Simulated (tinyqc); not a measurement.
Sweep of a uniaxial [110] stress: six-band Luttinger-Kohn model with strain.

Six-band Luttinger-Kohn model in the basis |3/2,3/2>, |3/2,1/2>, |3/2,-1/2>, |3/2,-3/2>, |1/2,1/2>, |1/2,-1/2>, electron energies, zero at the top of the unstrained valence band. H = -[rows: (P+Q, -S, R, 0, -S/r2, r2 R); (-S*, P-Q, 0, R, -r2 Q, r32 S); (R*, 0, P-Q, S, r32 S*, r2 Q); (0, R*, S*, P+Q, -r2 R*, -S*/r2); (-S*/r2, -r2 Q, r32 S, -r2 R, P+Dso, 0); (r2 R*, r32 S*, r2 Q, -S/r2, 0, P+Dso)], r2 = sqrt(2), r32 = sqrt(3/2). Levels are twofold.

P = c g1 k^2 - av tr(e); Q = c g2 (kx^2 + ky^2 - 2 kz^2) - (b/2)(exx + eyy - 2 ezz); R = c sqrt3 [-g2 (kx^2 - ky^2) + 2i g3 kx ky] + (sqrt3/2) b (exx - eyy) - i d exy; S = 2 c sqrt3 g3 (kx - i ky) kz - d (exz - i eyz); c = hbar^2/2m0, e the strain tensor (not engineering shear).

s11 = (C11 + C12)/((C11 - C12)(C11 + 2 C12)), s12 = -C12/((C11 - C12)(C11 + 2 C12)), s44 = 1/C44; exx = s11 sxx + s12 (syy + szz) and cyclic, exy = s44 sxy/2; tension is positive. A uniaxial stress X along the unit vector n is s_ij = X n_i n_j.

Constants: hbar^2/2m0 = 3.80998211 eV angstrom^2.

Parameters, chosen for this exercise (near those of Si; the results hold for these values, not for the real material): Dso = 0.044 eV (spin-orbit splitting); g1 = 4.28 (Luttinger gamma1); g2 = 0.34 (gamma2); g3 = 1.45 (gamma3); av = 2.44 eV (valence hydrostatic potential); b = -2.04 eV (tetragonal shear potential); d = -4.69 eV (trigonal shear potential); C11 = 167.1 GPa; C12 = 63.8 GPa; C44 = 81.7 GPa; load = uniaxial [110] (kind of stress).

Edges at k = 0 and curvature masses of the top pair along [110] and [001] (step 0.0002 1/angstrom); at zero stress the top is fourfold and has no single curvature.

Edges and masses:
```
X (GPa),top (eV),second (eV),third (eV),splitting (meV),m [110],m [001]
-1.50,0.0294,-0.0381,-0.0726,67.6,0.116,0.275
-0.50,0.0073,-0.0128,-0.0509,20.1,0.127,0.268
0.00,0.0000,0.0000,-0.0440,0.0,-,-
0.50,0.0129,-0.0008,-0.0437,13.7,0.465,0.211
1.00,0.0259,0.0053,-0.0504,20.6,0.438,0.207
1.50,0.0390,0.0148,-0.0605,24.2,0.416,0.204
```

Give the missing row, X (GPa) = -1.00.

Computed row:
```
X (GPa)  top (eV)  second (eV)  third (eV)  splitting (meV)  m [110]  m [001]
-1.00      0.0177      -0.0255     -0.0610             43.2    0.119    0.273
```

The splitting reaches 67.6 meV under compression and 24.2 meV under the same tension; linear shear terms alone would make the two equal, and the difference comes from the coupling to the split-off band. At the ends of the sweep the top pair has a mass along [110] of 0.116 under compression and 0.416 under tension, so compression gives the lighter holes along [110]; along [001] it has 0.275 and 0.204. The top edge itself moves by +29 and +39 meV.

(tinyqc, `OMP_NUM_THREADS=1 python tinyqc.py 1080484 1080485 out.jsonl`, Intel(R) Xeon(R) Processor @ 2.30GHz, 1 thread, shared host, about 0.08 s.)
